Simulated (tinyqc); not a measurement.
Polytypes by hexagonality, and a cubic inclusion as a quantum well: sweeps and comparisons. A value that a table varies takes the place of the one given here.

Gap: E3 + (E2 - E3) h. Valence top Ev2 h and polarisation P2 h, both counted from 3C; Ec = Ev + gap.

A cubic inclusion of width L = N d in the host (h = 1) is a well of depth V = Ec(host) - Ec(3C). Square well with mass mismatch: k tan(k L/2) = (m_w/m_b) q, k = sqrt(m_w E/c), q = sqrt(m_b (V - E)/c), c = hbar^2/2m0, lowest root. The depth of the level, V - E, is its binding, and the transition to the valence top of the host is gap(host) - (V - E). The step in polarisation gives a field |F| = |P|/(eps eps0) in a thin inclusion, eps0 = 8.8541878e-12 F/m.

Constants: hbar^2/2m0 = 3.80998211 eV angstrom^2.

Values chosen for the exercise (of the order of those of GaAs; the results hold for these values, not for the real material): E3 = 1.526 eV (gap of the cubic polytype); E2 = 1.514 eV (gap of 2H); Ev2 = 0.129 eV (valence top of 2H above that of 3C); P2 = 0.0017 C/m^2 (spontaneous polarisation of 2H); m = (0.066, 0.068) m0 (electron mass along c in the cubic layer and in the host); d = 3.267 angstrom (thickness of a double layer); eps = 12.8 (dielectric constant); N = 6 (double layers in the cubic inclusion).

## Width of the inclusion

Without the field: square well. With it, the potential inside is |F| (z - L/2), the host conduction edge lies at V - |F| L/2 on one side and V + |F| L/2 on the other, and the lowest level E_F is found by finite differences (step 0.25 angstrom, wide box, good to about 1 meV). Holes sit in the host on the high side, so the transition is gap(host) - V + E_F - |F| L/2. A dash: bound by less than 2 meV or not at all.

Results:
```
N   L (angstrom)  depth (eV)  transition (eV)  depth below the low side, with field (eV)  transition with field (eV)
2           6.53       0.003            1.511                                          -                           -
4          13.07       0.009            1.505                                      0.002                       1.492
6          19.60       0.019            1.495                                      0.007                       1.478
10         32.67       0.038            1.476                                      0.018                       1.447
15         49.01       0.059            1.455                                      0.028                       1.413
20         65.34       0.073            1.441                                      0.033                       1.383
30         98.01       0.090            1.424                                      0.036                       1.331
```

The square well binds a level even at N = 2 (3 meV), as any symmetric one-dimensional well does; the depth grows to 90 of 117 meV, and the transition tends to E3 - Ev(host) = 1.397 eV. With the field the level is bound by 2 meV or more for N = 4, 6, 10, 15, 20 and 30, and the transition is lowered by 12 meV at N = 4 and 94 meV at N = 30, where |F| L/2 = 74 meV. Free carriers or surface charge screen the field and the step between the two sides; with the field removed every row returns to its square-well depth, and the attraction to the hole, left out here, binds the electron further.

## What each parameter does

Well depth, depth of the level, transition without the field and field. Each row changes one parameter from the base and keeps the others.

Results:
```
case                   V (eV)  depth (eV)  transition (eV)  |F| (MV/cm)
base                   0.1170      0.0186           1.4954        0.150
N = 7                  0.1170      0.0236           1.4904        0.150
Ev2 = 0.159 eV         0.1470      0.0279           1.4861        0.150
E3 = 1.506 eV          0.1370      0.0247           1.4893        0.150
E2 = 1.544 eV          0.1470      0.0279           1.5161        0.150
P2 = 0.0022 C/m^2      0.1170      0.0186           1.4954        0.194
eps = 13.8             0.1170      0.0186           1.4954        0.139
m = (0.079, 0.068) m0  0.1170      0.0189           1.4951        0.150
```

The largest shifts from the base row, up to three for each result and ties (the steps differ in size, so this ranks the rows, not the parameters). V (eV): Ev2 +0.0300, E2 +0.0300, E3 +0.0200; unchanged at the printed digits by N, P2, eps and m. depth (eV): Ev2 +0.0093, E2 +0.0093, E3 +0.0061; unchanged at the printed digits by P2 and eps. transition (eV): E2 +0.0207, Ev2 -0.0093, E3 -0.0061; unchanged at the printed digits by P2 and eps. |F| (MV/cm): P2 +0.044, eps -0.011; unchanged at the printed digits by N, Ev2, E3, E2 and m.

Run: tinyqc, `OMP_NUM_THREADS=1 python tinyqc.py 1851252 1851253 out.jsonl`; Intel(R) Xeon(R) Processor @ 2.30GHz, one thread, shared host; about 0.08 s of CPU time with all checks.
